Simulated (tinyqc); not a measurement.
# Threshold switch as oscillator and as selector in a crossbar, step by step

tinyqc, about 0.01 s, one thread, Intel Xeon 2.30GHz (shared host): `OMP_NUM_THREADS=1 python tinyqc.py 2490124 2490125 out.jsonl` Printed values are rounded.

Off state: I = Ith sinh(V/V0)/sinh(Vth/V0) up to Vth. On state: V = Vh + I Ron down to the holding current Ih, at Vl = Vh + Ih Ron. Switching is instantaneous.

Parameters, values chosen for the exercise; values of the order of Ge-Sb-Te and related chalcogenides: threshold voltage Vth = 3.1 V; holding voltage Vh = 1.11 V; on-state resistance Ron = 2.1 kohm; current at threshold Ith = 0.13 uA; voltage scale of the off-state sinh V0 = 0.17 V; holding current Ih = 11 uA; capacitance across the switch C = 9.1 fF; rows and columns of the array N = 256; supply voltage Vs = 3.76 V; load resistance RL = 760 kohm.

Range of the model: Delay times, drift of Vth and line resistance are left out.

## Relaxation oscillation

With a load RL from Vs and C across the switch, it oscillates if the load line misses both branches: (Vs - Vl)/Ih < RL < (Vs - Vth)/Ith. Charging without leakage takes RL C ln[(Vs - Vl)/(Vs - Vth)]; discharging takes (RL || Ron) C ln[(Vth - Ve)/(Vl - Ve)], Ve = (Vs Ron + Vh RL)/(Ron + RL).

Vl = 1.133100 V
smallest RL = 238.8091 kohm
largest RL = 5076.923 kohm
charging time = 9.553208 ns
Ve = 1.117302 V
discharging time = 0.09209160 ns
frequency = 103.6774 MHz

With the off-state leakage included the charging takes 9.754 ns, 2.1 % above this value.

## Leakage in a crossbar

In an N x N array driven at Vs, the V/2 scheme puts Vs/2 on 2 (N - 1) cells; the V/3 scheme puts Vs/3 on all N^2 - 1 others, N - 1 of them on the selected row. Row leakage is (N - 1) I; wasted power is the number of cells times V I.

I at Vs/2 = 0.09936691 nA
row leakage, V/2 = 0.02533856 uA
wasted power, V/2 = 0.09527299 uW
I at Vs/3 = 0.002490651 nA
row leakage, V/3 = 6.351161e-4 uA
wasted power, V/3 = 0.2045751 uW

The V/3 scheme cuts the row leakage by 39.9 and raises the wasted power by a factor of 2.15.
